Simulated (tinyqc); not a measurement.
From results back to parameters: conductance of a narrow metal strip with scatterers (square lattice, Green functions). Two cases, with inputs chosen for the exercise.

Problem. Boundaries with reflection R, a distance dg apart, add incoherently to the scattering in a one-dimensional channel: rho/rho0 = 1 + (lam/dg) R/(1 - R). The ratio comes from a hidden R.

Case 1.

Values chosen (out of a larger set: hopping and spacing of the size met in Cu or Al; the lattice is a model; not measured data): lam = 18 nm (bulk mean free path); dg = 34 nm (distance between boundaries).

rho/rho0 = 1.28507

Case 2.

Values chosen (out of a larger set: hopping and spacing of the size met in Cu or Al; the lattice is a model; not measured data): lam = 44 nm (bulk mean free path); dg = 33 nm (distance between boundaries).

rho/rho0 = 2.84127

Find: R; effective mean free path lam rho0/rho.

Solution. y = (rho/rho0 - 1) dg/lam = R/(1 - R), so R = y/(1 + y).

Case 1.

R = 0.350
effective mean free path lam rho0/rho = 14.01 nm

Case 2.

R = 0.580
effective mean free path lam rho0/rho = 15.49 nm

Computed by tinyqc, one run a case: `OMP_NUM_THREADS=1 python tinyqc.py N N+1 out.jsonl` with N = 1482496, 1482516; one thread of a shared Intel(R) Xeon(R) Processor @ 2.30GHz, about 0.01 s a run at most.
